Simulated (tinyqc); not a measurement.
Small-signal admittance of a forward-biased p+-n diode: one step of the calculation.

Holes injected into a neutral base of width wb with an ohmic contact at its end; low injection, p0 far above the equilibrium density. A small voltage v exp(i w t), w = 2 pi f, modulates the edge density by p0 v/Vt, and the small-signal density obeys Dp d2p/dx2 = (1/tau + i w) p.

Problem. Closed-form admittance. L = sqrt(Dp tau); direct current J = (q Dp p0/L) coth(wb/L); k = sqrt(1 + i w tau)/L; diffusion admittance Y = (q Dp p0/Vt) k coth(k wb) = G + i w C_diff; junction capacitance C_j = sqrt(q eps0 eps_r Nd/(2 Vr)) in the depletion approximation, with the remaining barrier Vr = Vt ln(Na/p0), a rough value under forward bias; base-width modulation is left out.

Inputs (values chosen for the exercise); permittivity close to that of silicon:

| symbol | value | unit | meaning |
|---|---|---|---|
| T | 300 | K | temperature |
| eps_r | 11.7 |  | relative permittivity |
| Nd | 1.3e17 | cm^-3 | donor density of the base |
| Dp | 7.2 | cm^2/s | hole diffusion coefficient |
| tau | 2e-8 | s | hole lifetime |
| wb | 2.3 | um | width of the neutral base |
| p0 | 3e14 | cm^-3 | excess hole density at the junction edge |
| Na | 1e19 | cm^-3 | acceptor density of the p+ side |
| f | 2.4e7 | Hz | signal frequency |

Constants: q = 1.602176634e-19 C, kB = 1.380649e-23 J/K, Vt = kB T/q, eps0 = 8.8541878128e-14 F/cm where lengths are in cm. Results are converted to the units shown.

Wanted: L; J; k wb; Y; C_diff; C_j.

Solution.

L = 3.795 um
J = 1.685 A/cm^2
k wb = 0.8760+0.6324i
Y = 66.58+20.35i S/cm^2
C_diff = 0.1350 uF/cm^2
C_j = 0.2002 uF/cm^2

G is 1.02 times its low-frequency value J/Vt, and C_diff is 0.674 times C_j.

Program tinyqc, `OMP_NUM_THREADS=1 python tinyqc.py 2890155 2890156 out.jsonl`; Intel Xeon 2.30GHz, shared host, one thread, about 0.01 s.
